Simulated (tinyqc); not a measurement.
# Nanowire ballistic transistor, top-of-the-barrier model: what changes with what

At the top of the source barrier, states moving towards the drain are filled by the source (Fermi level 0) and states moving back by the drain (Fermi level -q Vd); nothing scatters. U is the shift of the band edge there, set by the capacitances CG, CD and CS (the total) and by the charge. Parabolic one-dimensional subband; the source is grounded.

Values chosen for this exercise; mass and valleys close to those of germanium:

| symbol | value | unit | meaning |
|---|---|---|---|
| T | 150 | K | temperature |
| m | 0.117 | m0 | effective mass |
| gv | 4 |  | valley degeneracy |
| eox | 16 |  | relative permittivity of the gate insulator |
| tox | 1.1 | nm | insulator thickness |
| d | 2 | nm | wire diameter |
| aG | 0.93 |  | gate control CG/CS |
| aD | 0.016 |  | drain control CD/CS |
| E0 | 0.15 | eV | band edge at the barrier top above the source Fermi level at zero bias |

Constants: q = 1.602176634e-19 C, kB = 1.380649e-23 J/K, hbar = 1.054571817e-34 J s, h = 6.62607015e-34 J s, m0 = 9.1093837015e-31 kg, Vt = kB T/q, eps0 = 8.8541878128e-14 F/cm where lengths are in cm. Results are converted to the units shown.

Each table varies one quantity; the others keep the values above.

## Output curve

N0 = gv sqrt(2 m kB T/pi)/hbar, CG = 2 pi eps0 eox/ln(1 + 2 tox/d), CS = CG/aG, n0 = n at U = 0 and Vd = 0. eta1 = -(E0 + U)/Vt, eta2 = eta1 - Vd/Vt, n = (N0/2)[F_(-1/2)(eta1) + F_(-1/2)(eta2)], F_(-1/2)(x) = (1/sqrt(pi)) int_0^infinity u^(-1/2)/(1 + exp(u - x)) du. U = UL + q (n - n0)/CS with UL = -(aG Vg + aD Vd), energies in eV. I = gv (2 q^2/h) Vt [ln(1 + exp eta1) - ln(1 + exp eta2)]. CQ = (q/Vt) dn/d(eta1).

In this table Vg = 0.5 V.

Results:
```
Vd (V)	eta1	n (cm^-1)	I (uA)	mean velocity I/(q n) (cm/s)	CQ/CS
0.01	9.636	1.535e7	3.099	1.260e6	0.8157
0.025	9.919	1.507e7	7.747	3.208e6	0.8341
0.05	10.42	1.458e7	15.49	6.631e6	0.8764
0.1	11.59	1.342e7	30.91	1.437e7	1.040
0.15	13.08	1.194e7	45.67	2.387e7	1.291
0.3	15.24	9.886e6	61.06	3.855e7	0.3146
0.4	15.34	9.917e6	61.44	3.867e7	0.3129
0.6	15.53	9.978e6	62.20	3.891e7	0.3110
0.8	15.71	1.004e7	62.95	3.914e7	0.3090
```

Estimate the missing row, Vd = 0.2 V.

Computed row:
```
Vd (V)	eta1	n (cm^-1)	I (uA)	mean velocity I/(q n) (cm/s)	CQ/CS
0.2	14.61	1.041e7	57.12	3.423e7	0.8767
```

With this row back in the table: The current rises from 3.10 to 63.0 uA; n goes from 1.53e7 through a minimum of 9.89e6 (at Vd = 0.3 V among the rows listed) to 1.00e7 cm^-1 and eta1 rises from 9.64 to 15.7. The resistance in the first row is 3.23 kohm, against h/(2 q^2 gv) = 3.23 kohm for one open subband, though nothing scatters in the channel. The current passes 90 % of its last value at Vd = 0.2 V among the rows, where eta2 = -0.86.

## Effect of the drain control CD/CS

Same model as above.

CQ = (q/Vt) dn/d(eta1). E0 is held fixed.

In this table Vg = 0.5 V, Vd = 0.5 V.

Result of one run:
```
aD	eta1	n (cm^-1)	I (uA)	mean velocity I/(q n) (cm/s)	CQ/CS
0.054	16.56	1.031e7	66.32	4.017e7	0.3009
```

What becomes of these results when the drain control CD/CS aD is changed from 0.054 to 0, all else the same?

Result of the changed run:
```
aD	eta1	n (cm^-1)	I (uA)	mean velocity I/(q n) (cm/s)	CQ/CS
0	14.96	9.793e6	59.93	3.820e7	0.3169
```

The whole series:
```
aD	eta1	n (cm^-1)	I (uA)	mean velocity I/(q n) (cm/s)	CQ/CS
0	14.96	9.793e6	59.93	3.820e7	0.3169
0.009	15.22	9.880e6	60.99	3.853e7	0.3141
0.018	15.49	9.966e6	62.05	3.886e7	0.3113
0.027	15.76	1.005e7	63.12	3.919e7	0.3086
0.036	16.02	1.014e7	64.18	3.952e7	0.3060
0.045	16.29	1.022e7	65.25	3.984e7	0.3034
0.054	16.56	1.031e7	66.32	4.017e7	0.3009
0.063	16.82	1.039e7	67.40	4.049e7	0.2985
```

As aD goes from 0 to 0.063, n rises from 9.79e6 to 1.04e7 cm^-1, the mean velocity rises from 3.82e7 to 4.05e7 cm/s and the current rises from 59.9 to 67.4 uA. CQ/CS goes from 0.32 to 0.30.

## Effect of the band edge at the barrier top above the source Fermi level at zero bias

Same model as above.

CQ = (q/Vt) dn/d(eta1).

In this table Vg = 0.5 V, Vd = 0.5 V.

Effect of the band edge at the barrier top above the source Fermi level at zero bias:
```
E0 (eV)	eta1	n (cm^-1)	I (uA)	mean velocity I/(q n) (cm/s)	CQ/CS
0.1	18.41	1.087e7	73.76	4.235e7	0.2851
0.15	15.43	9.947e6	61.82	3.879e7	0.3119
0.2	12.52	8.951e6	50.15	3.497e7	0.3474
0.25	9.697	7.863e6	38.85	3.084e7	0.3973
0.3	6.997	6.647e6	28.04	2.633e7	0.4758
0.35	4.484	5.237e6	18.01	2.146e7	0.6204
0.4	2.257	3.529e6	9.439	1.669e7	0.8722
0.45	0.2553	1.586e6	3.321	1.307e7	0.8798
```

What does the comparison show?

As E0 goes from 0.1 to 0.45 eV, n falls from 1.09e7 to 1.59e6 cm^-1, the mean velocity falls from 4.23e7 to 1.31e7 cm/s and the current falls from 73.8 to 3.32 uA. CQ/CS goes from 0.29 to 0.88.

Program tinyqc, `OMP_NUM_THREADS=1 python tinyqc.py 2400030 2400031 out.jsonl`; Intel Xeon 2.30GHz, shared host, one thread, about 0.03 s.
